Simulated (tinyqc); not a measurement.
Worked calculation: type-II superlattice in the two-band Kane model. Values are carried at full precision from step to step, so a last printed digit may differ when a step is redone from the rounded ones.

Motion along the axis, period d = a + b, c = hbar^2/2m0. Conduction and light-hole bands couple: (E - Ec)(E - Ev) = Ep c k^2 in each layer, with mass m(E) = (E - Ev)/Ep, which may be negative. The conduction envelope psi and psi'/m(E) are continuous; a layer carries them by [[cos kt, (m/k) sin kt], [-(k/m) sin kt, cos kt]] (cosh and sinh for k^2 < 0), and cos(q d) = tr(M_B M_A)/2. C1 is the first miniband above EvB, with its bottom at tr/2 = +1 and its top at -1; the gap is the bottom of C1 less the top heavy-hole level HH1.

Constants: hbar^2/2m0 = 3.80998211 eV angstrom^2; hc = 1239.841984 eV nm.

Inputs chosen for the exercise (near those of an InAs/GaSb superlattice; shifted at random, so the results belong to these values and not to a real crystal):
- a = 27 angstrom (layer A)
- b = 33 angstrom (layer B)
- EcA = 0 eV (conduction edge of A)
- EvA = -0.414 eV (valence edge of A)
- EcB = 0.943 eV (conduction edge of B)
- EvB = 0.126 eV (valence edge of B)
- EpA = 14.3 eV (coupling energy in A)
- EpB = 18.2 eV (coupling energy in B)
- E = 0.517 eV (trial energy)
- mhA = 0.34 m0 (heavy hole in A)
- mhB = 0.26 m0 (heavy hole in B)

## Wave numbers and masses at one energy

Give k^2 and m(E) in both layers.

Layers:
```
layer  k^2 (1/angstrom^2)  m(E) (m0)
A               0.0088345    0.06510
B              -0.0024021    0.02148
```

In B the decay constant is 0.0490 1/angstrom; across the gap of B it peaks at mid-gap, at 0.0491, and vanishes at both edges.

## Transfer matrices

Form M_A, M_B and half the trace of their product.

M_A (angstrom units):
```
          1         2
1  -0.82318   0.39328
2  -0.81971  -0.82318
```

M_B (angstrom units):
```
        1       2
1  2.6191  1.0611
2  5.5225  2.6191
```

tr/2 = -1.5050

E lies in a gap of the coupled bands.

## Edges and effective gap

Heavy holes are uncoupled: with e = EvB - E, p = sqrt(mhB e/c), w = sqrt(mhA (EvB - EvA - e)/c), the top level HH1 at q = 0 solves (p/mhB) tan(p b/2) = (w/mhA) tanh(w a/2).

C1 is the first miniband above EvB: bottom at tr/2 = +1, top at -1. The gap is its bottom less HH1; cut-off wavelength hc/gap.

bottom of C1 = 0.3771 eV
top of C1 = 0.4838 eV
HH1 = 0.0549 eV
gap = 0.3221 eV
cut-off = 3.85 micrometre

The bulk edges overlap by 126 meV; confinement lifts the electrons by 377 meV and lowers the holes by 71 meV, which opens the gap. It is 0.78 of the smaller bulk gap.

## Electron mass along the axis

m_z = -2 c f'/d^2 with f = tr/2 differentiated at the bottom of C1 (central difference of 1e-6 eV); compare the bulk edge mass (EcA - EvA)/EpA.

f' = -19.51 1/eV
m_z = 0.0413 m0
bulk edge mass of A = 0.0290 m0

## Checks

- Bottom of C1 from the two-band matrix on a staggered grid of 0.5 angstrom against the transfer matrix, eV: both 0.377.

Program tinyqc; command `OMP_NUM_THREADS=1 python tinyqc.py 1280781 1280782 out.jsonl`; about 0.03 s on one thread of a shared Intel(R) Xeon(R) Processor @ 2.30GHz.
